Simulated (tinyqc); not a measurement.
Reverse leakage of an n+-p junction: diffusion, generation, trap-assisted and band-to-band tunnelling: leakage components against the trap level above the intrinsic level.

One-sided abrupt junction in the depletion approximation, x from the junction (0) to W on the p side, field F = F0 (1 - x/W). Flat quasi-Fermi levels, long p side. Traps generate through SRH with both lifetimes shortened by 1 + Gamma (Hurkx enhancement, form for moderate fields); band-to-band generation is local and needs a total bending above Eg.

ni = sqrt(Nc Nv) exp(-Eg/(2 Vt)), Eg in volts; Vbi = Vt ln(Na Nd/ni^2); W = sqrt(2 eps0 eps_r (Vbi + VR)/(q Na)); F0 = 2 (Vbi + VR)/W; FG = sqrt(24 mt m0 (kB T)^3)/(q hbar); J_diff = q ni^2 sqrt(Dn/tau)(1 - exp(-VR/Vt))/Na. u = (Vbi + VR)(1 - x/W)^2, p = Na exp(-u/Vt), n = Nd exp((u - Vbi - VR)/Vt); G0 = ni^2 (1 - exp(-VR/Vt))/(tau (n + p + 2 ni cosh(Et/Vt))); Gamma = 2 sqrt(3 pi)(F/FG) exp((F/FG)^2); trap-assisted part G0 Gamma; G_bb = Ab F^2.5 exp(-Bb/F) with F in V/cm, zero unless Vbi + VR > Eg. Currents are q times the integrals over 0 to W; J_bb under 1e-8 of J is printed as 0; rows with F0/FG above 2.2, beyond the range of this Gamma, are left out.

Parameters, values chosen for the exercise; band and dielectric values close to those of silicon:
```
symbol    value                 unit                                             meaning
T           300                    K                                         temperature
Eg         1.12                   eV                                            band gap
eps_r      11.8                                                    relative permittivity
Nc      2.77e19                cm^-3              conduction-band density of states at T
Nv      2.62e19                cm^-3                 valence-band density of states at T
Na       2.3e17                cm^-3                acceptor density of the lighter side
Nd         1e19                cm^-3                   donor density of the heavier side
tau        2e-6                    s         SRH lifetime of both carriers at zero field
mt         0.24                   m0                                     tunnelling mass
Dn           25               cm^2/s  electron diffusion coefficient on the lighter side
Ab       7.6e14  cm^-0.5 V^-2.5 s^-1                              band-to-band prefactor
Bb       1.93e7                 V/cm                         band-to-band field constant
VR          1.1                    V                                        reverse bias
```

Constants: q = 1.602176634e-19 C, kB = 1.380649e-23 J/K, hbar = 1.054571817e-34 J s, m0 = 9.1093837015e-31 kg, Vt = kB T/q, eps0 = 8.8541878128e-14 F/cm where lengths are in cm. Results are converted to the units shown.

The same in every row: F0 (kV/cm) = 382; F0/FG = 1.06; J_diff (A/cm^2) = 2.74e-13.

Leakage components against the trap level above the intrinsic level:

| Et (eV) | J_SRH (A/cm^2) | J_TAT (A/cm^2) | J_bb (A/cm^2) | J (A/cm^2) | largest part |
|---|---|---|---|---|---|
| -0.3 | 5.75e-14 | 3.93e-13 | 2.56e-19 | 7.24e-13 | trap-assisted tunnelling |
| -0.2 | 2.31e-12 | 1.65e-11 | 2.56e-19 | 1.90e-11 | trap-assisted tunnelling |
| -0.1 | 9.30e-11 | 6.78e-10 | 0 | 7.71e-10 | trap-assisted tunnelling |
| 0 | 1.91e-9 | 1.41e-8 | 0 | 1.60e-8 | trap-assisted tunnelling |
| 0.1 | 9.30e-11 | 6.78e-10 | 0 | 7.71e-10 | trap-assisted tunnelling |
| 0.2 | 2.31e-12 | 1.65e-11 | 2.56e-19 | 1.90e-11 | trap-assisted tunnelling |
| 0.3 | 5.75e-14 | 3.93e-13 | 2.56e-19 | 7.24e-13 | trap-assisted tunnelling |

J goes from 7.24e-13 through a maximum of 1.60e-8 (at Et = 0 among the rows listed) to 7.24e-13 A/cm^2. Trap-assisted tunnelling leads at Et = -0.3 and in all other rows.

Range of the model: The n+ side is degenerate, so Vbi from Boltzmann statistics is only a guide.

Computed by the program tinyqc: `OMP_NUM_THREADS=1 python tinyqc.py 2290069 2290070 out.jsonl`, one thread of a shared Intel Xeon 2.30GHz, about 0.01 s for the whole run.
